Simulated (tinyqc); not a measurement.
Comparisons within one model: Weaire-Thorpe hybrids on a Bethe lattice: gap and dangling bond of an amorphous tetrahedral solid. A value that a table varies takes the place of the one given here.

Four sp3 hybrids an atom at energy 0, coupled by -V1 on the atom and by -V2 along a bond; the bonds form a tree (no rings). For any network the gap runs at least from -V2 + V1 to V2 - 3 V1, and p-like states pile up at -V2 + V1 and V2 + V1. On the tree the gap is wider: it ends at Ec = -V1 + sqrt(V2^2 + 4 V1^2 - 2 sqrt3 V1 V2), which makes it well wider than the gaps of the real glasses. A branch seen from a hybrid has the self-energy S = V2^2 g, where g is the Green function of the hybrid across the bond, whose three partners carry S themselves. With a = z - V1, b = a - S: g = 1/(a + V1 b/(b + 3 V1)), z = E + i eta. A full atom has G = (1/b)(b + 3 V1)/(b + 4 V1) per hybrid; a dangling hybrid with shift dh has G = 1/(1/g - dh).

Values chosen for the exercise (of the size of tabulated hybrid energies for amorphous silicon; the results hold for these values, not for the real material):
```
symbol  value  unit  meaning
V1      1.81   eV    coupling of two hybrids on one atom
V2      4.57   eV    coupling of the two hybrids of a bond
eta     0.05   eV    broadening
dh      -1.05  eV    shift of the dangling hybrid (rehybridisation)
VH      4.29   eV    coupling to a hydrogen atom
eH      -2.68  eV    hydrogen level
E1s     -4     eV    first energy
dE      0.47   eV    step
```

## Bulk, dangling and hydrogenated hybrids across the gap

edges (eV): Ev -2.76000, Ec(bound) -0.86000, Ec(tree) 0.49982

Thirteen energies E1s + j dE. With hydrogen the hybrid gains the self-energy VH^2/(z - eH) and dh = 0.

Density per hybrid (1/eV):
```
E (eV),bulk,dangling,with hydrogen
-4.00,0.0048,0.0027,0.0143
-3.53,0.0074,0.0018,0.0020
-3.06,0.0435,0.0021,0.0011
-2.59,0.1271,0.0029,0.0008
-2.12,0.0101,0.0048,0.0007
-1.65,0.0036,0.0098,0.0007
-1.18,0.0020,0.0323,0.0008
-0.71,0.0015,0.9608,0.0009
-0.24,0.0013,0.0691,0.0012
0.23,0.0018,0.0158,0.0021
0.70,0.0175,0.0374,0.0187
1.17,0.0279,0.0479,0.0409
1.64,0.0329,0.0486,0.0633
```

How do the results move?

Between Ev = -2.76 and Ec = 0.50 eV the bulk density is a broadening tail (least 0.0013). The dangling hybrid reaches 0.961 at -0.71 eV among these rows; its level lies at -0.621 eV, and the peak there, of width eta, is far higher unless a row falls on it. With hydrogen the largest value on the rows inside the gap, more than 0.05 eV from an edge, is 0.0021, and 1/g = VH^2/(E - eH) has no root in the gap: the state has gone into a bonding level below and an antibonding one above.

## Level against rehybridisation

Root of 1/g(E) = dh for eta = 0 in the gap of the tree, between Ev = -V2 + V1 and Ec; a dash: none. A flatter atom makes the hybrid more p-like (dh > 0, up to V1), a more pyramidal one more s-like (dh < 0).

Level:
```
dh (eV),E (eV),above Ev (eV),weight
-3.0,-1.8716,0.8884,0.619
-2.5,-1.5566,1.2034,0.639
-2.0,-1.2339,1.5261,0.649
-1.5,-0.9091,1.8509,0.647
-1.0,-0.5890,2.1710,0.630
-0.5,-0.2821,2.4779,0.594
0.0,0.0000,2.7600,0.529
0.5,0.2407,3.0007,0.426
1.0,0.4167,3.1767,0.268
```

What does this show?

A level exists for 9 of the 9 rows, from dh = -3 (0.888 eV above Ev) to 1 (3.177 eV); the gap of the tree is 3.260 eV. Its slope dE/d(dh) is the weight, largest at dh = -2 (0.65). A level that rises as the atom flattens is why an emptied dangling bond relaxes flat and a doubly filled one pyramidal.

## Stretching the bonds

V2 is scaled as (d0/d)^2 and V1 stays. Bound 2 V2 - 4 V1; tree V2 - 2 V1 + sqrt(V2^2 + 4 V1^2 - 2 sqrt3 V1 V2); a negative bound means that a network with rings may have no gap.

Against d/d0:
```
d/d0,V2 (eV),V2/V1,bound (eV),tree (eV)
0.96,4.959,2.740,2.678,3.908
0.98,4.758,2.629,2.277,3.570
1.00,4.570,2.525,1.900,3.260
1.02,4.393,2.427,1.545,2.977
1.04,4.225,2.334,1.210,2.718
1.07,3.992,2.205,0.743,2.374
1.10,3.777,2.087,0.314,2.077
1.15,3.456,1.909,-0.329,1.674
```

What does this show?

The bound falls by 183 meV for each per cent of stretch near d0 and vanishes at d/d0 = 1.124, inside the table. Weak, stretched bonds therefore put states closest to the edges, one origin of band tails.

## What each parameter does

Ev = -V2 + V1, conduction edge of the tree -V1 + sqrt(V2^2 + 4 V1^2 - 2 sqrt3 V1 V2), and the level that solves 1/g(E) = dh for eta = 0. Each row changes one parameter from the base and keeps the others.

Results:
```
case,Ev (eV),Ec (eV),level (eV),weight
base,-2.7600,0.4998,-0.6206,0.633
V1 = 1.73 eV,-2.8400,0.6086,-0.6544,0.658
V2 = 4.72 eV,-2.9100,0.5959,-0.6438,0.650
dh = -1.15 eV,-2.7600,0.4998,-0.6841,0.637
```

What does this show?

The largest shifts from the base row, up to three for each result and ties (the steps differ in size, so this ranks the rows, not the parameters). Ev (eV): V2 -0.1500, V1 -0.0800; unchanged at the printed digits by dh. Ec (eV): V1 +0.1088, V2 +0.0961; unchanged at the printed digits by dh. level (eV): dh -0.0635, V1 -0.0338, V2 -0.0231. weight: V1 +0.026, V2 +0.017, dh +0.004.

(tinyqc, `OMP_NUM_THREADS=1 python tinyqc.py 1482407 1482408 out.jsonl`, Intel(R) Xeon(R) Processor @ 2.30GHz, 1 thread, shared host, about 0.02 s.)
